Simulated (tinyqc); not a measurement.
All-pass ring resonator: two steps of the calculation.

A ring of length L = 2 pi Rr coupled to one bus waveguide: round-trip amplitude a = 10^(-al L/20), self-coupling t = sqrt(1 - k2). At detuning d from the resonance the round-trip phase is p = 2 pi d/FSR and the transmission T = (a^2 - 2 a t cos p + t^2)/(1 - 2 a t cos p + a^2 t^2). Lossless coupler, linear absorption only.

Parameters, values chosen for the exercise; values close to those of silicon nitride waveguides:
- lam = 1310 nm (cold resonance wavelength)
- Rr = 50 um (ring radius)
- ng = 2.08 (group index)
- al = 0.37 dB/cm (propagation loss)
- k2 = 0.0088 (power coupling)
- dT = 2.3e-5 1/K (thermo-optic change of the effective index)
- Rt = 10 K/mW (thermal resistance)
- fa = 0.55 (share of the loss that heats the ring)
- Pin = 0.013 mW (input power)
- dl = 4.8 pm (laser detuning from the cold resonance)

Constants: c = 299792458 m/s. Results are converted to the units shown.

Task 1. Resonance parameters. FSR = lam^2/(ng L), finesse F = pi sqrt(a t)/(1 - a t), FWHM = FSR/F, Q = lam/FWHM, Tmin = (a - t)^2/(1 - a t)^2, power build-up k2 a^2/(1 - a t)^2, optical bandwidth c/(lam Q).

Give: a; t; FSR; F; FWHM; Q; Tmin; build-up; bandwidth.

Result 1.

a = 0.99866
t = 0.99559
FSR = 2.6262 nm
F = 545.63
FWHM = 4.8132 pm
Q = 2.7217e5
Tmin = -5.4306 dB
build-up = 266.27
bandwidth = 0.84083 GHz

The ring is overcoupled; critical coupling needs k2 = 1 - a^2 = 0.00267.

Task 2. Thermal shift of the resonance. T is the transmission at d = dl - s, p = 2 pi d/FSR; out = (lam dT/ng) Rt fa (1 - T) Pin; s(new) = out.

s at the start = 0 pm
a = 0.99866264
t = 0.99559028
FSR = 2.6262096 nm

Wanted: d; T; out; s after iteration 1.

Result 2.

d = 4.8000 pm
T = 0.85665
out = 0.14847 pm
s after iteration 1 = 0.14847 pm

tinyqc, about 0.01 s, one thread, Intel Xeon 2.30GHz (shared host): `OMP_NUM_THREADS=1 python tinyqc.py 2650110 2650111 out.jsonl`
